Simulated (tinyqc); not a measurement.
Donor near an oxide interface in a gate field (two-state model), step by step. Values are carried at full precision from step to step, so a last printed digit may differ when a step is redone from the rounded ones.

Interface at z = 0 (hard wall), donor at z = d, field F pulling electrons to the interface: potential e F z; 1 kV/cm = 1e-5 eV/angstrom, c = hbar^2/2m0, q = e^2/(4 pi eps0), Q = (eps - eo)/(eps + eo). Donor state: E_D = e F d - ED - q Q/(4 eps d), the last term joining the images of ion and electron. Interface state: z exp(-b z/2) exp(-rho^2/(2 L^2)) with E_z = c b^2/(4 mz) + 3 e F/b + q Q b/(8 eps), minimised over b; in the plane at z = 3/b the ion (distance D = d - 3/b) and its image (D' = d + 3/b) give E_rho = c/(mt L^2) - (q/eps)(sqrt(pi)/L)[erfcx(D/L) + Q erfcx(D'/L)], erfcx(x) = exp(x^2) erfc(x), minimised over L. E_I = E_z + E_rho.

Constants: hbar^2/2m0 = 3.80998211 eV angstrom^2; e^2/(4 pi eps0) = 14.39964547 eV angstrom.

Inputs chosen for the exercise (near those of a donor in Si below SiO2, static dielectric constants; not measured data):
- d = 130 angstrom (depth of the donor)
- ED = 31.6 meV (bulk binding energy)
- mz = 0.913 m0 (mass across the interface)
- mt = 0.19 m0 (mass in the plane)
- eps = 11.5 (dielectric constant of the semiconductor)
- eo = 3.9 (dielectric constant of the oxide)
- F = 38.2 kV/cm (field in the semiconductor)
- aD = 17.3 angstrom (donor radius)
- v = 0.57 (valley factor)

## The interface state across the interface

Solve c b/(2 mz) - 3 e F/b^2 + q Q/(8 eps) = 0; give Q, b, the three terms of E_z and <z> = 3/b.

Q = 0.4935
b = 0.07123 1/angstrom

kinetic, field and image terms (meV): 5.29  16.09  5.50

<z> = 42.1 angstrom

The image pushes the electron away from the oxide; without it <z> would be 36.6 angstrom.

## Binding in the plane

Give D, D', the best L, both terms and E_rho.

D, D' (angstrom): 87.9  172.1

L = 93.3 angstrom

kinetic and Coulomb terms (meV): 2.30  -13.77

E_rho = -11.46 meV

The bottom of the well lies at -17.8 meV, so the level is 36 % of the way up; L/D = 1.06. Above the critical field the ionised donor would thus still hold its electron as a dot at the interface.

## Where the electron sits

The two states couple by t = t0 exp(-D/aD) with t0 = q/(eps aD) (2 aD/L) sqrt(aD b/2) v, v a valley factor; this form is an estimate. With detuning u = E_D - E_I the splitting is sqrt(u^2 + 4 t^2) and the lower state has weight (1 - u/sqrt(u^2 + 4 t^2))/2 on the donor.

Give E_D, E_I, t, the splitting and the donor weight.

E_D, E_I (meV): 16.87  15.42

t = 0.0747 meV
splitting = 1.46 meV
donor weight = 0.003

The electron is at the interface; the contact hyperfine coupling scales with the donor weight. With this t, the tunnelling time pi hbar/(2t) at a crossing would be 13.8 ps (hbar = 6.58212e-16 eV s); here the detuning is 19.4 t.

## Critical field

Find F at which E_D = E_I; compare the rule e F d = ED. The crossing width is 4t/(e D), with t and D formed anew at that field.

critical field = 36.5 kV/cm
ED/(e d) = 24.3 kV/cm
width = 0.36 kV/cm

The confinement energy E_z = 26.2 meV raises the field needed and the attraction E_rho = -11.5 meV lowers it; the result is 1.50 times the simple rule.

## Checks

- E_z without images against 1.5 x 6^(2/3)/2 (c (e F)^2/mz)^(1/3), meV: both 20.99.
- E_rho from the radial equation in the full Coulomb well against the Gaussian trial function, meV: both -11.5.

(tinyqc, `OMP_NUM_THREADS=1 python tinyqc.py 1282033 1282034 out.jsonl`, Intel(R) Xeon(R) Processor @ 2.30GHz, 1 thread, shared host, about 0.05 s.)
